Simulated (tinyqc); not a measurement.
Inside a calculation: k.p values derived from sp3s* tight binding at Gamma. Values are carried at full precision from step to step, so a last printed digit may differ when a step is redone from the rounded ones.

At Gamma the states are two-level mixtures: s-like S+ (upper) and S- (lower) from [[Esa, Vss], [Vss, Esc]], p-like P- (valence) and P+ from [[Epa, Vxx], [Vxx, Epc]], and the bare s* levels. With real k in 1/angstrom and kz = 0, the phase sums over the four bonds are g0 = 1 - (a k/4)^2/2, g1 = i a kx/4, g3 = -(a/4)^2 kx ky to second order. Each mixture is written (anion, cation) with the anion part positive. c = hbar^2/2m0. No spin-orbit coupling.

Constants: hbar^2/2m0 = 3.80998211 eV angstrom^2.

Values chosen for the exercise (near a published set for SiC, fitted to gaps, whose masses and valley positions are rough; shifted at random, so the results belong to these values and not to a real crystal): Esa = -8.421 eV (s level of the anion); Esc = -4.868 eV (s level of the cation); Epa = 2.132 eV (p level of the anion); Epc = 4.369 eV (p level of the cation); Vss = -12.405 eV (s-s); Vxx = 3.049 eV (px-px); a = 4.357 angstrom (lattice constant); Vsapc = 9.508 eV (s anion, p cation); Vscpa = 9.205 eV (s cation, p anion); Vxapc = 8.723 eV (s* anion, p cation); Vpaxc = 4.385 eV (p anion, s* cation); Exa = 9.61 eV (s* level of the anion); Exc = 9.278 eV (s* level of the cation); Vxy = 5.939 eV (px-py).

## States at Gamma

Solve the two blocks.

States:

| state | E (eV) | anion part | cation part |
|---|---|---|---|
| S- | -19.1761 | 0.75557 | 0.65507 |
| P- | 0.0028 | 0.81988 | -0.57254 |
| S+ | 5.8871 | 0.65507 | -0.75557 |
| P+ | 6.4982 | 0.57254 | 0.81988 |

## Linear terms and the Kane energy

<s state|dH/dkx|x state> = i P with P = (a/4)(sa pc Vsapc + sc pa Vscpa), sa, sc and pa, pc being the parts of the two states; for s* on the anion P = (a/4) pc Vxapc, on the cation (a/4) pa Vpaxc. Ep = P^2/c for S+ to P-.

Couplings:

| pair | P (eV angstrom) | E(first) - E(second) (eV) |
|---|---|---|
| S+ to P- | -10.0954 | 5.8842 |
| S+ to P+ | 1.2249 | -0.6111 |
| S- to P- | 0.9049 | -19.1789 |
| s*a to P- | -5.4400 | 9.6072 |
| s*c to P- | 3.9160 | 9.2752 |

Ep = 26.750 eV

The two terms of S+ to P- have the same sign and add: S+ and P- both change sign from anion to cation. An on-site momentum element between s and p, which real atoms have, is absent from this model.

## Electron mass

m0/m = [<S+|d2H/dkx^2|S+>/2 + sum P^2/(E(S+) - E(P))]/c over P- and P+, with the direct term -(a/4)^2 sa sc Vss.

parts of m0/m: direct -1.912, from P- 4.546, from P+ -0.644

mass = 0.5026 m0

The valence band supplies 228 % of m0/m; the direct term, which stands in for the free-electron 1, is -1.91. S+ is not the lowest valley of SiC; this is the mass of the Gamma level.

## Valence parameters L, M, N and the Luttinger values

Direct terms d0 = -(a/4)^2 pa pc Vxx, dN = -2 (a/4)^2 pa pc Vxy for P-. F = sum P^2/(E(P-) - E(s)) over S+, S-, s*a, s*c. The y state of P- couples to the z state of P+ through Q = (a/4) Vxy (pa p'c - pc p'a), primes for P+, and H1 = Q^2/(E(P-) - E(P+)). L = d0 + F, M = d0 + H1, N = dN + F + H1; g1 = -(L + 2M)/(3c), g2 = -(L - M)/(6c), g3 = -N/(6c).

d0, dN, F, Q, H1 (eV angstrom^2; Q in eV angstrom): 1.6981  6.6153  -22.0115  6.4691  -6.4429

L, M, N (eV angstrom^2): -20.313  -4.745  -21.839

g1, g2, g3: 2.607  0.681  0.955

Along [100] the masses without spin-orbit coupling are c/|L| = 0.188 (one band) and c/|M| = 0.803 (two bands).

## Checks

- Electron mass against a finite difference of the full bands: both 0.5026.
- L and M against finite differences along [100]: largest relative difference 2.6e-06.
- Lowest curvature along [111], (L + 2M + 2N)/3, against a finite difference: both -24.494.

Run: tinyqc, `OMP_NUM_THREADS=1 python tinyqc.py 1480314 1480315 out.jsonl`; Intel(R) Xeon(R) Processor @ 2.30GHz, one thread, shared host; about 0.01 s of CPU time with all checks.
